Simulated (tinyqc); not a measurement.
Hubbard ring of 3 sites, step by step. One step of it, computed by the program tinyqc.

Problem. Mean-field iteration 2. H(up) = T + U n(down), H(down) = T + U n(up); fill the lowest levels; n(new) = n + mixing (n(out) - n); E = tr T (rho up + rho down) + U sum n_up n_down of the output.

one-body matrix (hopping and site energies) (eV):
```
           1          2          3
1   0.000000  -0.800000  -0.800000
2  -0.800000   0.000000  -0.800000
3  -0.800000  -0.800000   0.000000
```

U = 10.000000 eV

electrons, up and down: 2  1

mixing = 1

n(up) after iteration 1: 1 0.905636, 2 0.188728, 3 0.905636

n(down) after iteration 1: 1 0.227989, 2 0.544023, 3 0.227989

Give: levels, up; levels, down; energy; n(up) after iteration 2; n(down) after iteration 2.

Solution.

levels, up (eV): 1.1795  3.0799  5.7406

levels, down (eV): 1.6923  8.4514  9.8564

energy = 0.0082 eV

n(up) after iteration 2: 1 0.9671, 2 0.0659, 3 0.9671

n(down) after iteration 2: 1 0.0144, 2 0.9711, 3 0.0144
